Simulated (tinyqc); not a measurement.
Inside a calculation. Model: Froehlich polaron in a polar crystal. Computed by tinyqc, a small Python program that keeps every step. Command: `OMP_NUM_THREADS=1 python tinyqc.py 3018539 3018540 out.jsonl frohlich walk`. One thread of a shared host (Intel(R) Xeon(R) Processor @ 2.30GHz), about 0.07 s of CPU time with the checks. Intermediate numbers are printed to about 6 digits and carried at full precision; extremes and crossings named in words are read from the listed rows.

One electron in a parabolic band of mass m*, coupled to dispersionless LO phonons in the continuum model. Energies are in units of hbar omega unless marked, wave numbers in k_0 = sqrt(2 m* omega/hbar).

Inputs (values chosen for the exercise, for a model crystal):
```
quantity                          value  unit
band mass m*                      0.308   m_0
LO phonon energy hbar omega        28.2   meV
eps_inf                            5.65     -
static dielectric constant eps_s    9.1     -
temperature T                       150     K
electron wave number k/k_0         0.68     -
trial v                             5.5     -
trial w                             2.6     -
```

Constants: hbar^2/(2 m_0) = 3.80998212 eV angstrom^2; e^2/(4 pi eps_0) = 14.39964548 eV angstrom; k_B = 8.617333262e-05 eV/K; hbar = 6.582119569e-16 eV s; e = 1.602176634e-19 C; m_0 = 9.1093837015e-31 kg.

## Coupling constant and length scale

1/eps* = 1/eps_inf - 1/eps_s; k_0 = sqrt(2 m* omega/hbar) = sqrt(m* hbar omega / (hbar^2/(2 m_0))) with m* in m_0; alpha = (e^2/(4 pi eps_0)) k_0/(2 eps* hbar omega); polaron length 1/k_0.

eps* = 14.9029

k_0 = 0.0477462 1/angstrom

coupling constant alpha = 0.817976

polaron length 1/k_0 = 20.9441 angstrom

Weak coupling: perturbation theory should serve.

## Second-order perturbation theory

At T = 0 and k < k_0: E(k) = (k/k_0)^2 - alpha arcsin(k/k_0)/(k/k_0); so E(0) = -alpha, 1/m_p = (1 - alpha/6)/m*, and the mean number of phonons in the cloud at k = 0 is alpha/2. The Lee-Low-Pines variational state gives the same E(0) and m_p = m* (1 + alpha/6).

energy shift at k = 0 = -23.0669 meV

E(k) = -0.437088 hbar omega

m*/m_p, second order = 0.863671

m_p/m*, Lee-Low-Pines = 1.13633

phonons in the cloud = 0.408988

## Strong-coupling trial states

Landau-Pekar: the lattice follows the mean electron density. A Gaussian state exp(-b^2 r^2/2) gives E(b) = (3/2) b^2 - alpha b sqrt(2/pi) (b in k_0), minimised at b = alpha sqrt(2/pi)/3 to E = -alpha^2/(3 pi); a state exp(-b r) gives E(b) = b^2 - (5/8) alpha b, minimised at b = 5 alpha/16 to E = -25 alpha^2/256.

best b, Gaussian = 0.217550 k_0

E, Gaussian = -0.0709920 hbar omega

best b, exponential = 0.255617 k_0

E, exponential = -0.0653403 hbar omega

The Gaussian bound lies below -alpha only for alpha > 3 pi = 9.42; here it lies above, so the self-trapped state is the poorer bound.

## Feynman's energy at a trial point

Feynman's bound: E(v, w) = 3 (v - w)^2/(4 v) - (alpha v/sqrt(pi)) int_0^infinity e^-u D(u)^(-1/2) du, D = w^2 u + ((v^2 - w^2)/v)(1 - e^(-v u)); integrals by 80 Gauss-Legendre points in s from 0 to 1 with u = 40 s^2.

first term = 1.14682 hbar omega

E(v, w) = 0.0778574 hbar omega

## Feynman's variational polaron

Minimise over v > w > 0 (simplex search); mass m_p/m* = 1 + (alpha v^3/(3 sqrt(pi))) int u^2 e^-u D^(-3/2) du.

best v = 3.09

best w = 2.9

E, Feynman = -0.826606 hbar omega

polaron energy, Feynman = -23.3103 meV

m_p/m*, Feynman = 1.155

The bound lies 1.1 % below -alpha, and the mass is 1.02 times the Lee-Low-Pines value.

## Mobility at low temperature

Scattering by absorption of an LO phonon: 1/tau = 2 alpha omega n, n = 1/(exp(hbar omega/(k_B T)) - 1); mu = e tau/m*, the weak-coupling result for k_B T well below hbar omega.

phonon occupation n = 0.127212

lifetime tau = 112.155 fs

mobility = 640.457 cm^2/(V s)

Caution: this mobility formula holds for weak coupling and k_B T well below hbar omega, and it leaves out all other scattering.

## All approximations against the coupling

Other columns: second order -alpha; Landau-Pekar Gaussian -alpha^2/(3 pi); Lee-Low-Pines mass 1 + alpha/6. The polaron energy in meV uses the given hbar omega.

Energies (hbar omega) and masses (m*):
```
alpha  second order     Gaussian    Feynman  Feynman (meV)  mass, LLP  mass, Feynman     v     w
0.2            -0.2  -0.00424413  -0.200499       -5.65407    1.03333          1.034  3.02  2.98
0.41          -0.41   -0.0178360  -0.412120       -11.6218    1.06833          1.073  3.04  2.95
0.82          -0.82   -0.0713439  -0.828674       -23.3686    1.13667          1.155  3.09  2.89
1.3            -1.3    -0.179315   -1.32241       -37.2919    1.21667          1.268  3.15  2.83
3.7            -3.7     -1.45255   -3.91404       -110.376    1.61667           2.33  3.58  2.43
6.7            -6.7     -4.76298   -7.67517       -216.440    2.11667          11.36   5.4  1.68
9.7            -9.7     -9.98326   -12.8665       -362.835    2.61667          94.97  11.7  1.23
13              -13     -17.9315   -20.7907       -586.297    3.16667          412.8  22.2  1.11
```

All three energies are upper bounds (-alpha through the Lee-Low-Pines state), and the Feynman value is the lowest in every row. It lies within 5 % of -alpha up to alpha = 1.3; at alpha = 13 it is 1.16 times the Gaussian value, whose alpha^2 law it approaches with a constant shift of about -3 ln 2 - 3/4 = -2.83 (here -2.86). The mass stays within 10 % of 1 + alpha/6 up to alpha = 1.3 and reaches 413 m* in the last row; w falls from 2.98 towards 1 while v grows to 22.2.

Checks made by the program: second-order shift against the integral -(2 alpha/pi) int dq/(1 + q^2) (relative difference below 1e-10); v = w reduces the bound to -alpha (relative difference 1e-10).
